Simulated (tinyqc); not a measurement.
UHF in the sto-6g basis, for BeH2, spin multiplicity 1, step by step (part 3 of 3). Computed by tinyqc, a small Python program that keeps every step (integrals from PySCF). Command: `OMP_NUM_THREADS=1 python tinyqc.py 30770 30771 out.jsonl` (the two numbers bound the seeds that draw the settings). One thread of a shared host (Intel(R) Xeon(R) Processor @ 2.60GHz), about 0.1 s of CPU time with the checks.

Geometry (angstrom):
```
atom         x          y         z
Be    0.000000   0.000000  0.000000
H     0.000000   1.462000  0.000000
H     0.000000  -1.511000  0.000000
```

## Iteration 9 (converged): orbitals

converged F(alpha) (hartree):
```
            1Be 1s     1Be 2s    1Be 2px    1Be 2py   1Be 2pz      2H 1s      3H 1s
1Be 1s   -4.596334  -1.249265   0.000000  -0.000163  0.000000  -0.274542  -0.246359
1Be 2s   -1.249265  -0.576916   0.000004  -0.006785  0.000000  -0.370946  -0.354407
1Be 2px   0.000000   0.000004   0.210206  -0.000002  0.000000   0.000001   0.000003
1Be 2py  -0.000163  -0.006785  -0.000002  -0.179282  0.000000  -0.318472   0.310751
1Be 2pz   0.000000   0.000000   0.000000   0.000000  0.210206   0.000000   0.000000
2H 1s    -0.274542  -0.370946   0.000001  -0.318472  0.000000  -0.270900  -0.025606
3H 1s    -0.246359  -0.354407   0.000003   0.310751  0.000000  -0.025606  -0.253959
```

converged F(beta) (hartree):
```
            1Be 1s     1Be 2s    1Be 2px    1Be 2py   1Be 2pz      2H 1s      3H 1s
1Be 1s   -4.596334  -1.249265   0.000000  -0.000163  0.000000  -0.274542  -0.246359
1Be 2s   -1.249265  -0.576916  -0.000004  -0.006785  0.000000  -0.370946  -0.354407
1Be 2px   0.000000  -0.000004   0.210206   0.000002  0.000000  -0.000001  -0.000003
1Be 2py  -0.000163  -0.006785   0.000002  -0.179282  0.000000  -0.318472   0.310751
1Be 2pz   0.000000   0.000000   0.000000   0.000000  0.210206   0.000000   0.000000
2H 1s    -0.274542  -0.370946  -0.000001  -0.318472  0.000000  -0.270900  -0.025606
3H 1s    -0.246359  -0.354407  -0.000003   0.310751  0.000000  -0.025606  -0.253959
```

X:
```
            1Be 1s     1Be 2s   1Be 2px    1Be 2py   1Be 2pz      2H 1s      3H 1s
1Be 1s    1.027276  -0.147921  0.000000  -0.000225  0.000000   0.018205   0.018764
1Be 2s   -0.147921   1.191135  0.000000   0.012282  0.000000  -0.268109  -0.245525
1Be 2px   0.000000   0.000000  1.000000   0.000000  0.000000   0.000000   0.000000
1Be 2py  -0.000225   0.012282  0.000000   1.278783  0.000000  -0.372823   0.352874
1Be 2pz   0.000000   0.000000  0.000000   0.000000  1.000000   0.000000   0.000000
2H 1s     0.018205  -0.268109  0.000000  -0.372823  0.000000   1.232874  -0.075119
3H 1s     0.018764  -0.245525  0.000000   0.352874  0.000000  -0.075119   1.208917
```

Diagonalise F' = X^T F X, C = X C', fill 3 alpha and 3 beta electrons from the bottom; D(s) = C_occ C_occ^T. Each column has its largest component positive (the first on a tie).

F' = X^T F X (alpha) (hartree):
```
           1          2          3          4         5          6          7
1  -4.499450  -0.657502  -0.000001   0.001312  0.000000  -0.029493  -0.019080
2  -0.657502  -0.112480   0.000004   0.006066  0.000000  -0.305824  -0.288959
3  -0.000001   0.000004   0.210206  -0.000001  0.000000   0.000001   0.000002
4   0.001312   0.006066  -0.000001   0.228429  0.000000  -0.416798   0.402664
5   0.000000   0.000000   0.000000   0.000000  0.210206   0.000000   0.000000
6  -0.029493  -0.305824   0.000001  -0.416798  0.000000   0.063951  -0.087896
7  -0.019080  -0.288959   0.000002   0.402664  0.000000  -0.087896   0.054247
```

orbital energies (alpha) (hartree): MO1 -4.597883, MO2 -0.433135, MO3 -0.392539, MO4 0.210206, MO5 0.210206, MO6 0.388999, MO7 0.769256

coefficients C (alpha):
```
               MO1        MO2        MO3        MO4       MO5        MO6        MO7
1Be 1s    0.994709  -0.203730   0.023499   0.000000  0.000000  -0.215174  -0.007525
1Be 2s    0.021091   0.579297  -0.074612  -0.000003  0.000000   1.107708   0.066227
1Be 2px   0.000000  -0.000006   0.000004   0.999471  0.032510   0.000007  -0.000001
1Be 2py   0.000093   0.059313   0.493079   0.000000  0.000000  -0.035193   1.284940
1Be 2pz   0.000000   0.000000   0.000000  -0.032510  0.999471   0.000000   0.000000
2H 1s    -0.002445   0.444010   0.369828   0.000006  0.000000  -0.728006  -0.934300
3H 1s    -0.002473   0.342490  -0.469880   0.000010  0.000000  -0.773678   0.845936
```

F' = X^T F X (beta) (hartree):
```
           1          2          3          4         5          6          7
1  -4.499450  -0.657502   0.000001   0.001312  0.000000  -0.029493  -0.019080
2  -0.657502  -0.112480  -0.000004   0.006066  0.000000  -0.305824  -0.288959
3   0.000001  -0.000004   0.210206   0.000001  0.000000  -0.000001  -0.000002
4   0.001312   0.006066   0.000001   0.228429  0.000000  -0.416798   0.402664
5   0.000000   0.000000   0.000000   0.000000  0.210206   0.000000   0.000000
6  -0.029493  -0.305824  -0.000001  -0.416798  0.000000   0.063951  -0.087896
7  -0.019080  -0.288959  -0.000002   0.402664  0.000000  -0.087896   0.054247
```

orbital energies (beta) (hartree): MO1 -4.597883, MO2 -0.433135, MO3 -0.392539, MO4 0.210206, MO5 0.210206, MO6 0.388999, MO7 0.769256

coefficients C (beta):
```
               MO1        MO2        MO3        MO4       MO5        MO6        MO7
1Be 1s    0.994709  -0.203730   0.023499   0.000000  0.000000  -0.215174  -0.007525
1Be 2s    0.021091   0.579297  -0.074612   0.000003  0.000000   1.107708   0.066227
1Be 2px   0.000000   0.000006  -0.000004   0.999471  0.032512  -0.000007   0.000001
1Be 2py   0.000093   0.059313   0.493079   0.000000  0.000000  -0.035193   1.284940
1Be 2pz   0.000000   0.000000   0.000000  -0.032512  0.999471   0.000000   0.000000
2H 1s    -0.002445   0.444010   0.369828  -0.000006  0.000000  -0.728006  -0.934300
3H 1s    -0.002473   0.342490  -0.469880  -0.000010  0.000000  -0.773678   0.845936
```

D(alpha) after iteration 9:
```
            1Be 1s     1Be 2s    1Be 2px    1Be 2py   1Be 2pz      2H 1s      3H 1s
1Be 1s    1.031505  -0.098793   0.000001  -0.000404  0.000000  -0.084200  -0.083277
1Be 2s   -0.098793   0.341597  -0.000004  -0.002428  0.000000   0.229568   0.233410
1Be 2px   0.000001  -0.000004   0.000000   0.000001  0.000000  -0.000001  -0.000004
1Be 2py  -0.000404  -0.002428   0.000001   0.246645  0.000000   0.208690  -0.211374
1Be 2pz   0.000000   0.000000   0.000000   0.000000  0.000000   0.000000   0.000000
2H 1s    -0.084200   0.229568  -0.000001   0.208690  0.000000   0.333923  -0.021700
3H 1s    -0.083277   0.233410  -0.000004  -0.211374  0.000000  -0.021700   0.338093
```

D(beta) after iteration 9:
```
            1Be 1s     1Be 2s    1Be 2px    1Be 2py   1Be 2pz      2H 1s      3H 1s
1Be 1s    1.031505  -0.098793  -0.000001  -0.000404  0.000000  -0.084200  -0.083277
1Be 2s   -0.098793   0.341597   0.000004  -0.002428  0.000000   0.229568   0.233410
1Be 2px  -0.000001   0.000004   0.000000  -0.000001  0.000000   0.000001   0.000004
1Be 2py  -0.000404  -0.002428  -0.000001   0.246645  0.000000   0.208690  -0.211374
1Be 2pz   0.000000   0.000000   0.000000   0.000000  0.000000   0.000000   0.000000
2H 1s    -0.084200   0.229568   0.000001   0.208690  0.000000   0.333923  -0.021700
3H 1s    -0.083277   0.233410   0.000004  -0.211374  0.000000  -0.021700   0.338093
```

Within a degenerate level the vectors are fixed only up to a rotation; this is one choice.

## Convergence

Stop when the energy changes by less than 1e-08 hartree and every element of the error matrix X^T (F D S - S D F) X (for each spin) is below 3e-05.

Course of the cycle:
```
iteration   E (hartree)     change  largest element of the error matrix
1          -15.02763296          -                             2.84e-01
2          -15.69080248  -6.63e-01                             1.84e-02
3          -15.69610619  -5.30e-03                             1.05e-02
4          -15.69781858  -1.71e-03                             4.67e-03
5          -15.69823017  -4.12e-04                             3.31e-04
6          -15.69823221  -2.04e-06                             1.04e-04
7          -15.69823235  -1.42e-07                             5.41e-05
8          -15.69823240  -5.32e-08                             1.07e-05
9          -15.69823241  -2.04e-09                             1.89e-06
```

PySCF UHF in the same basis, after a stability check = -15.69823241 hartree

Converged in 9 iterations.

## Populations, bond orders and dipole

overlap S:
```
           1Be 1s    1Be 2s   1Be 2px    1Be 2py   1Be 2pz     2H 1s      3H 1s
1Be 1s   1.000000  0.254764  0.000000   0.000000  0.000000  0.054991   0.049295
1Be 2s   0.254764  1.000000  0.000000   0.000000  0.000000  0.412508   0.393783
1Be 2px  0.000000  0.000000  1.000000   0.000000  0.000000  0.000000   0.000000
1Be 2py  0.000000  0.000000  0.000000   1.000000  0.000000  0.488567  -0.472843
1Be 2pz  0.000000  0.000000  0.000000   0.000000  1.000000  0.000000   0.000000
2H 1s    0.054991  0.412508  0.000000   0.488567  0.000000  1.000000   0.022772
3H 1s    0.049295  0.393783  0.000000  -0.472843  0.000000  0.022772   1.000000
```

Mulliken: Z minus the diagonal of D S on the atom; Loewdin: the same with S^(1/2) D S^(1/2); Mayer order: 2 sum_s sum (D(s) S)_ij (D(s) S)_ji over the two atoms.

Charges (e):
```
atom   Mulliken    Loewdin  Mulliken spin
1Be    0.101620   0.083564              0
2H    -0.050913  -0.041471              0
3H    -0.050707  -0.042093              0
```

Mayer bond orders:
```
pair     order
2-1   0.994695
3-1   0.994716
3-2   0.002712
```

dipole moment about the origin, x y z (debye): 0.000000  0.016057  0.000000

<S^2> of the determinant (pure state: 0) = 2.19e-10
